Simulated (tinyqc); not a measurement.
Thin-film transistor with exponential tail and deep states, accumulation layer: two steps of the calculation.

An undoped film in accumulation, thicker than the space-charge layer. With band bending psi the Fermi level lies E0 - psi below the band edge. Free electrons n = n0 exp(psi/Vt) carry the current; electrons in two exponential distributions of traps, a = a0 exp(psi/Va) and d = d0 exp(psi/Vp), do not. Linear regime, ohmic contacts, traps in equilibrium.

Values chosen for this exercise; values close to those of amorphous silicon:
- T = 270 K (temperature)
- eps_r = 11.8 (relative permittivity of the semiconductor)
- Nc = 6e19 cm^-3 (density of extended states)
- Nt = 5.6e19 cm^-3 (total density of tail states)
- Tt = 320 K (characteristic temperature of the tail)
- Nd = 5.5e17 cm^-3 (total density of deep states)
- Td = 1060 K (characteristic temperature of the deep states)
- E0 = 0.6 eV (bulk Fermi level below the band edge)
- Ci = 60 nF/cm^2 (gate capacitance)
- Vg = 4.1 V (gate voltage above flat band)

Constants: q = 1.602176634e-19 C, kB = 1.380649e-23 J/K, Vt = kB T/q, eps0 = 8.8541878128e-14 F/cm where lengths are in cm. Results are converted to the units shown.

Problem 1. Bulk densities. Va = kB Tt/q, Vp = kB Td/q; n0 = Nc exp(-E0/Vt), a0 = Nt th(T/Tt) exp(-E0/Va), d0 = Nd th(T/Td) exp(-E0/Vp), th(x) = pi x/sin(pi x).

Give: Va; Vp; th(T/Tt); n0; a0; d0.

Solution 1.

Va = 0.02758 V
Vp = 0.09134 V
th(T/Tt) = 5.623
n0 = 3.790e8 cm^-3
a0 = 1.118e11 cm^-3
d0 = 8.611e14 cm^-3

Problem 2. Surface potential by Newton steps. Va = kB Tt/q, Vp = kB Td/q. G(psi) = sum over the three kinds of c0 [V (exp(psi/V) - 1) - psi], field F = sqrt(2 q G/(eps0 eps_r)); Vg = psi + eps0 eps_r F/Ci at the surface. f = psi + eps0 eps_r F/Ci - Vg, f' = 1 + q rho/(Ci F) with rho = sum c0 (exp(psi/V) - 1); psi(new) = psi - f/f'.

psi after iteration 1 = 0.55225857 V
n0 = 3.7900433e8 cm^-3
a0 = 1.1183584e11 cm^-3
d0 = 8.6107212e14 cm^-3

Give: F; f; f'; psi after iteration 2.

Solution 2.

F = 732.5 kV/cm
f = 9.207 V
f' = 233.7
psi after iteration 2 = 0.5129 V

tinyqc, about 0.01 s, one thread, Intel Xeon 2.30GHz (shared host): `OMP_NUM_THREADS=1 python tinyqc.py 2610066 2610067 out.jsonl`
